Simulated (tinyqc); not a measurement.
Inside a calculation. Method: UHF in the sto-6g basis, for H3, spin multiplicity 2. Computed by tinyqc, a small Python program that keeps every step (integrals from PySCF). Settings: charge = 0, multiplicity = 2, basis = sto-6g, energy threshold = 1e-08, iteration cap = 59, orthogonalisation = canonical, start = Wolfsberg-Helmholz matrix, DIIS depth = 0, method = UHF. Command: `OMP_NUM_THREADS=1 python tinyqc.py 25022 25023 out.jsonl` (the two numbers bound the seeds that draw the settings). One thread of a shared host (Intel(R) Xeon(R) Processor @ 2.60GHz), about 0.07 s of CPU time with the checks. Later iterations appear only in the table of the cycle.

## One-electron integrals

Geometry (angstrom):
```
atom        x        y         z
H     0.00000  0.00000   0.00000
H     0.00000  0.00000   0.83100
H     0.00000  0.82900  -0.35000
```

Basis sto-6g: exponents (1/bohr^2) and contraction coefficients of normalised primitives:
```
element  l (shell)  exponent  coefficient
H            s (1)  35.52322      0.00916
H            s (1)   6.51314      0.04936
H            s (1)   1.82214      0.16854
H            s (1)   0.62596      0.37056
H            s (1)   0.24308      0.41649
H            s (1)   0.10011      0.13033
```

Overlap, kinetic and nuclear-attraction integrals over the contracted functions; the nuclear repulsion is the sum of Za Zb / Rab.

nuclear repulsion = 1.5916063 hartree

overlap S, order 1H 1s, 2H 1s, 3H 1s:
$$\begin{pmatrix}
1.00000 & 0.60079 & 0.55735 \\
0.60079 & 1.00000 & 0.27860 \\
0.55735 & 0.27860 & 1.00000
\end{pmatrix}$$

kinetic energy T (hartree), order 1H 1s, 2H 1s, 3H 1s:
$$\begin{pmatrix}
0.76852 & 0.18464 & 0.15186 \\
0.18464 & 0.76852 & 0.01491 \\
0.15186 & 0.01491 & 0.76852
\end{pmatrix}$$

nuclear attraction V (hartree), order 1H 1s, 2H 1s, 3H 1s:
$$\begin{pmatrix}
-2.39928 & -1.31824 & -1.20011 \\
-1.31824 & -2.20304 & -0.56350 \\
-1.20011 & -0.56350 & -2.16557
\end{pmatrix}$$

core Hamiltonian H = T + V (hartree), order 1H 1s, 2H 1s, 3H 1s:
$$\begin{pmatrix}
-1.63076 & -1.13360 & -1.04826 \\
-1.13360 & -1.43452 & -0.54859 \\
-1.04826 & -0.54859 & -1.39705
\end{pmatrix}$$

## Two-electron integrals

Functions are numbered as in S; the eight-fold symmetry (ij|kl) = (ji|kl) = (kl|ij) leaves the list below.

Two-electron integrals (ij|kl) in chemists' order, unique and non-zero (hartree):
```
(11|11) 0.77500   (21|11) 0.39396   (21|21) 0.24101   (22|11) 0.53632
(22|21) 0.39396   (22|22) 0.77500   (31|11) 0.35797   (31|21) 0.18128
(31|22) 0.24754   (31|31) 0.20387   (32|11) 0.16238   (32|21) 0.09579
(32|22) 0.15175   (32|31) 0.08913   (32|32) 0.04460   (33|11) 0.51182
(33|21) 0.26030   (33|22) 0.35798   (33|31) 0.35797   (33|32) 0.15175
(33|33) 0.77500
```

## Orthogonalisation

S = U s U^T; canonical form X = U s^(-1/2), so that X^T S X = 1. Each column of U has its largest component positive (the first on a tie).

eigenvalues of S: [0.30728, 0.72242, 1.97030]

X, order 1H 1s, 2H 1s, 3H 1s:
$$\begin{pmatrix}
1.37700 & -0.03887 & 0.45964 \\
-0.89315 & -0.79002 & 0.39279 \\
-0.74869 & 0.87097 & 0.37680
\end{pmatrix}$$

## Starting guess

The start is the generalised Wolfsberg-Helmholz matrix (K = 1.75) built on H; D(s) = C_occ C_occ^T for each spin.

D(alpha) at the start, order 1H 1s, 2H 1s, 3H 1s:
$$\begin{pmatrix}
0.28485 & 0.21247 & 0.14722 \\
0.21247 & 0.74527 & -0.57250 \\
0.14722 & -0.57250 & 0.86948
\end{pmatrix}$$

D(beta) at the start, order 1H 1s, 2H 1s, 3H 1s:
$$\begin{pmatrix}
0.28427 & 0.19367 & 0.16828 \\
0.19367 & 0.13194 & 0.11465 \\
0.16828 & 0.11465 & 0.09962
\end{pmatrix}$$

## Iteration 1: building the Fock matrix

J_ij = sum D_kl (ij|kl) with D = D(alpha) + D(beta), K_ij = sum D_kl (ik|jl) for each spin; F = H + J - K(s); E = tr D H + tr D J / 2 - 0.5 sum_s tr D(s) K(s) + E_nn.

Coulomb J (hartree), order 1H 1s, 2H 1s, 3H 1s:
$$\begin{pmatrix}
1.80472 & 1.04448 & 0.96204 \\
1.04448 & 1.66922 & 0.46579 \\
0.96204 & 0.46579 & 1.65471
\end{pmatrix}$$

exchange K(alpha) (hartree), order 1H 1s, 2H 1s, 3H 1s:
$$\begin{pmatrix}
0.64288 & 0.50251 & 0.46293 \\
0.50251 & 0.70687 & 0.19058 \\
0.46293 & 0.19058 & 0.73468
\end{pmatrix}$$

exchange K(beta) (hartree), order 1H 1s, 2H 1s, 3H 1s:
$$\begin{pmatrix}
0.58705 & 0.42059 & 0.37711 \\
0.42059 & 0.39484 & 0.25812 \\
0.37711 & 0.25812 & 0.33084
\end{pmatrix}$$

F(alpha) (hartree), order 1H 1s, 2H 1s, 3H 1s:
$$\begin{pmatrix}
-0.46892 & -0.59163 & -0.54914 \\
-0.59163 & -0.47217 & -0.27337 \\
-0.54914 & -0.27337 & -0.47701
\end{pmatrix}$$

F(beta) (hartree), order 1H 1s, 2H 1s, 3H 1s:
$$\begin{pmatrix}
-0.41309 & -0.50970 & -0.46333 \\
-0.50970 & -0.16013 & -0.34091 \\
-0.46333 & -0.34091 & -0.07317
\end{pmatrix}$$

total energy of this density = -1.5073460 hartree

## Iteration 1: diagonalisation and new density

Diagonalise F' = X^T F X, C = X C', fill 2 alpha and 1 beta electrons from the bottom; D(s) = C_occ C_occ^T. Each column has its largest component positive (the first on a tie).

F' = X^T F X (alpha) (hartree):
$$\begin{pmatrix}
0.68875 & 0.00244 & 0.00276 \\
0.00244 & -0.28021 & -0.00172 \\
0.00276 & -0.00172 & -0.72441
\end{pmatrix}$$

orbital energies (alpha) (hartree): MO1 -0.72442, MO2 -0.28021, MO3 0.68876

coefficients C (alpha), order 1H 1s, 2H 1s, 3H 1s:
$$\begin{pmatrix}
0.45679 & -0.04411 & 1.37779 \\
0.39147 & -0.78930 & -0.89437 \\
0.38164 & 0.87137 & -0.74576
\end{pmatrix}$$

F' = X^T F X (beta) (hartree):
$$\begin{pmatrix}
0.80110 & -0.01198 & -0.11704 \\
-0.01198 & 0.31314 & 0.03209 \\
-0.11704 & 0.03209 & -0.56782
\end{pmatrix}$$

orbital energies (beta) (hartree): MO1 -0.57883, MO2 0.31378, MO3 0.81147

coefficients C (beta), order 1H 1s, 2H 1s, 3H 1s:
$$\begin{pmatrix}
0.57498 & 0.02034 & 1.33338 \\
0.34340 & -0.80542 & -0.89973 \\
0.28201 & 0.85800 & -0.80338
\end{pmatrix}$$

D(alpha) after iteration 1, order 1H 1s, 2H 1s, 3H 1s:
$$\begin{pmatrix}
0.21060 & 0.21364 & 0.13590 \\
0.21364 & 0.77625 & -0.53837 \\
0.13590 & -0.53837 & 0.90494
\end{pmatrix}$$

D(beta) after iteration 1, order 1H 1s, 2H 1s, 3H 1s:
$$\begin{pmatrix}
0.33060 & 0.19745 & 0.16215 \\
0.19745 & 0.11792 & 0.09684 \\
0.16215 & 0.09684 & 0.07953
\end{pmatrix}$$

## Iteration 2: building the Fock matrix

As before.

Coulomb J (hartree), order 1H 1s, 2H 1s, 3H 1s:
$$\begin{pmatrix}
1.79675 & 1.04335 & 0.95934 \\
1.04335 & 1.67311 & 0.46546 \\
0.95934 & 0.46546 & 1.65344
\end{pmatrix}$$

exchange K(alpha) (hartree), order 1H 1s, 2H 1s, 3H 1s:
$$\begin{pmatrix}
0.60522 & 0.49736 & 0.45624 \\
0.49736 & 0.72368 & 0.19739 \\
0.45624 & 0.19739 & 0.75087
\end{pmatrix}$$

exchange K(beta) (hartree), order 1H 1s, 2H 1s, 3H 1s:
$$\begin{pmatrix}
0.60761 & 0.42624 & 0.37585 \\
0.42624 & 0.39064 & 0.25333 \\
0.37585 & 0.25333 & 0.31497
\end{pmatrix}$$

F(alpha) (hartree), order 1H 1s, 2H 1s, 3H 1s:
$$\begin{pmatrix}
-0.43923 & -0.58761 & -0.54516 \\
-0.58761 & -0.48509 & -0.28052 \\
-0.54516 & -0.28052 & -0.49447
\end{pmatrix}$$

F(beta) (hartree), order 1H 1s, 2H 1s, 3H 1s:
$$\begin{pmatrix}
-0.44162 & -0.51649 & -0.46477 \\
-0.51649 & -0.15205 & -0.33645 \\
-0.46477 & -0.33645 & -0.05857
\end{pmatrix}$$

total energy of this density = -1.5159913 hartree

## Iteration 2: diagonalisation and new density

As before.

F' = X^T F X (alpha) (hartree):
$$\begin{pmatrix}
0.69729 & 0.00511 & 0.03673 \\
0.00511 & -0.29167 & -0.00427 \\
0.03673 & -0.00427 & -0.72189
\end{pmatrix}$$

orbital energies (alpha) (hartree): MO1 -0.72289, MO2 -0.29165, MO3 0.69827

coefficients C (alpha), order 1H 1s, 2H 1s, 3H 1s:
$$\begin{pmatrix}
0.42342 & -0.05021 & 1.38820 \\
0.40770 & -0.78976 & -0.88669 \\
0.40493 & 0.87060 & -0.73430
\end{pmatrix}$$

F' = X^T F X (beta) (hartree):
$$\begin{pmatrix}
0.78726 & -0.00973 & -0.14600 \\
-0.00973 & 0.32277 & 0.03709 \\
-0.14600 & 0.03709 & -0.57216
\end{pmatrix}$$

orbital energies (beta) (hartree): MO1 -0.58907, MO2 0.32379, MO3 0.80315

coefficients C (beta), order 1H 1s, 2H 1s, 3H 1s:
$$\begin{pmatrix}
0.60303 & 0.02228 & 1.32090 \\
0.32745 & -0.80380 & -0.90710 \\
0.26148 & 0.85933 & -0.80887
\end{pmatrix}$$

D(alpha) after iteration 2, order 1H 1s, 2H 1s, 3H 1s:
$$\begin{pmatrix}
0.18180 & 0.21228 & 0.12774 \\
0.21228 & 0.78994 & -0.52248 \\
0.12774 & -0.52248 & 0.92191
\end{pmatrix}$$

D(beta) after iteration 2, order 1H 1s, 2H 1s, 3H 1s:
$$\begin{pmatrix}
0.36365 & 0.19747 & 0.15768 \\
0.19747 & 0.10723 & 0.08562 \\
0.15768 & 0.08562 & 0.06837
\end{pmatrix}$$

## Iteration 3: building the Fock matrix

As before.

Coulomb J (hartree), order 1H 1s, 2H 1s, 3H 1s:
$$\begin{pmatrix}
1.79606 & 1.04340 & 0.95889 \\
1.04340 & 1.67391 & 0.46540 \\
0.95889 & 0.46540 & 1.65289
\end{pmatrix}$$

exchange K(alpha) (hartree), order 1H 1s, 2H 1s, 3H 1s:
$$\begin{pmatrix}
0.58852 & 0.49452 & 0.45257 \\
0.49452 & 0.73030 & 0.19991 \\
0.45257 & 0.19991 & 0.75751
\end{pmatrix}$$

exchange K(beta) (hartree), order 1H 1s, 2H 1s, 3H 1s:
$$\begin{pmatrix}
0.62113 & 0.42868 & 0.37555 \\
0.42868 & 0.38558 & 0.24993 \\
0.37555 & 0.24993 & 0.30599
\end{pmatrix}$$

F(alpha) (hartree), order 1H 1s, 2H 1s, 3H 1s:
$$\begin{pmatrix}
-0.42322 & -0.58473 & -0.54194 \\
-0.58473 & -0.49091 & -0.28309 \\
-0.54194 & -0.28309 & -0.50166
\end{pmatrix}$$

F(beta) (hartree), order 1H 1s, 2H 1s, 3H 1s:
$$\begin{pmatrix}
-0.45583 & -0.51889 & -0.46492 \\
-0.51889 & -0.14618 & -0.33312 \\
-0.46492 & -0.33312 & -0.05014
\end{pmatrix}$$

total energy of this density = -1.5182021 hartree

## Iteration 3: diagonalisation and new density

As before.

F' = X^T F X (alpha) (hartree):
$$\begin{pmatrix}
0.70181 & 0.00624 & 0.05350 \\
0.00624 & -0.29722 & -0.00508 \\
0.05350 & -0.00508 & -0.71904
\end{pmatrix}$$

orbital energies (alpha) (hartree): MO1 -0.72111, MO2 -0.29719, MO3 0.70386

coefficients C (alpha), order 1H 1s, 2H 1s, 3H 1s:
$$\begin{pmatrix}
0.40699 & -0.05238 & 1.39303 \\
0.41620 & -0.78998 & -0.88253 \\
0.41558 & 0.87025 & -0.72874
\end{pmatrix}$$

F' = X^T F X (beta) (hartree):
$$\begin{pmatrix}
0.78041 & -0.00861 & -0.16187 \\
-0.00861 & 0.32808 & 0.03928 \\
-0.16187 & 0.03928 & -0.57299
\end{pmatrix}$$

orbital energies (beta) (hartree): MO1 -0.59365, MO2 0.32928, MO3 0.79987

coefficients C (beta), order 1H 1s, 2H 1s, 3H 1s:
$$\begin{pmatrix}
0.61833 & 0.02333 & 1.31379 \\
0.31814 & -0.80335 & -0.91080 \\
0.25070 & 0.85968 & -0.81191
\end{pmatrix}$$

D(alpha) after iteration 3, order 1H 1s, 2H 1s, 3H 1s:
$$\begin{pmatrix}
0.16838 & 0.21077 & 0.12355 \\
0.21077 & 0.79729 & -0.51452 \\
0.12355 & -0.51452 & 0.93004
\end{pmatrix}$$

D(beta) after iteration 3, order 1H 1s, 2H 1s, 3H 1s:
$$\begin{pmatrix}
0.38233 & 0.19672 & 0.15501 \\
0.19672 & 0.10122 & 0.07976 \\
0.15501 & 0.07976 & 0.06285
\end{pmatrix}$$

## Iteration 13 (converged): orbitals

converged F(alpha) (hartree), order 1H 1s, 2H 1s, 3H 1s:
$$\begin{pmatrix}
-0.40576 & -0.58115 & -0.53814 \\
-0.58115 & -0.49761 & -0.28537 \\
-0.53814 & -0.28537 & -0.50781
\end{pmatrix}$$

converged F(beta) (hartree), order 1H 1s, 2H 1s, 3H 1s:
$$\begin{pmatrix}
-0.47054 & -0.52011 & -0.46534 \\
-0.52011 & -0.13785 & -0.32916 \\
-0.46534 & -0.32916 & -0.04208
\end{pmatrix}$$

As before.

F' = X^T F X (alpha) (hartree):
$$\begin{pmatrix}
0.70643 & 0.00591 & 0.07120 \\
0.00591 & -0.30295 & -0.00532 \\
0.07120 & -0.00532 & -0.71532
\end{pmatrix}$$

orbital energies (alpha) (hartree): MO1 -0.71895, MO2 -0.30291, MO3 0.71002

coefficients C (alpha), order 1H 1s, 2H 1s, 3H 1s:
$$\begin{pmatrix}
0.38974 & -0.05190 & 1.39797 \\
0.42623 & -0.79097 & -0.87684 \\
0.42542 & 0.86936 & -0.72411
\end{pmatrix}$$

F' = X^T F X (beta) (hartree):
$$\begin{pmatrix}
0.77284 & -0.00716 & -0.17911 \\
-0.00716 & 0.33388 & 0.04008 \\
-0.17911 & 0.04008 & -0.57308
\end{pmatrix}$$

orbital energies (beta) (hartree): MO1 -0.59813, MO2 0.33517, MO3 0.79660

coefficients C (beta), order 1H 1s, 2H 1s, 3H 1s:
$$\begin{pmatrix}
0.63494 & 0.02235 & 1.30586 \\
0.30662 & -0.80262 & -0.91539 \\
0.24032 & 0.86034 & -0.81435
\end{pmatrix}$$

D(alpha) after iteration 13, order 1H 1s, 2H 1s, 3H 1s:
$$\begin{pmatrix}
0.15459 & 0.20717 & 0.12068 \\
0.20717 & 0.80731 & -0.50631 \\
0.12068 & -0.50631 & 0.93676
\end{pmatrix}$$

D(beta) after iteration 13, order 1H 1s, 2H 1s, 3H 1s:
$$\begin{pmatrix}
0.40315 & 0.19469 & 0.15259 \\
0.19469 & 0.09402 & 0.07369 \\
0.15259 & 0.07369 & 0.05775
\end{pmatrix}$$

## Convergence

Stop when the energy changes by less than 1e-08 hartree and every element of the error matrix X^T (F D S - S D F) X (for each spin) is below 3e-05.

Course of the cycle:
```
iteration  E (hartree)     change  largest element of the error matrix
1           -1.5073460          -                             7.80e-02
2           -1.5159913  -8.65e-03                             3.40e-02
3           -1.5182021  -2.21e-03                             1.67e-02
4           -1.5187898  -5.88e-04                             8.51e-03
5           -1.5189459  -1.56e-04                             4.41e-03
6           -1.5189876  -4.17e-05                             2.29e-03
7           -1.5189988  -1.12e-05                             1.19e-03
8           -1.5190019  -3.08e-06                             6.22e-04
9           -1.5190028  -8.64e-07                             3.27e-04
10          -1.5190030  -2.50e-07                             1.72e-04
11          -1.5190031  -7.54e-08                             9.17e-05
12          -1.5190031  -2.37e-08                             4.92e-05
13          -1.5190031  -7.82e-09                             2.66e-05
```

PySCF UHF in the same basis, after a stability check = -1.5190031 hartree

Converged in 13 iterations.

## Populations, bond orders and dipole

Mulliken: Z minus the diagonal of D S on the atom; Loewdin: the same with S^(1/2) D S^(1/2); Mayer order: 2 sum_s sum (D(s) S)_ij (D(s) S)_ji over the two atoms.

Charges (e):
```
atom  Mulliken   Loewdin  Mulliken spin
1H     0.04852   0.08451       -0.25885
2H    -0.02223  -0.03875        0.55921
3H    -0.02629  -0.04576        0.69964
```

Mayer bond orders:
```
pair    order
2-1   0.55381
3-1   0.37683
3-2   0.13298
```

dipole moment about the origin, x y z (debye): [0.00000, -0.10469, -0.04452]

<S^2> of the determinant (pure state: 0.75) = 0.78177
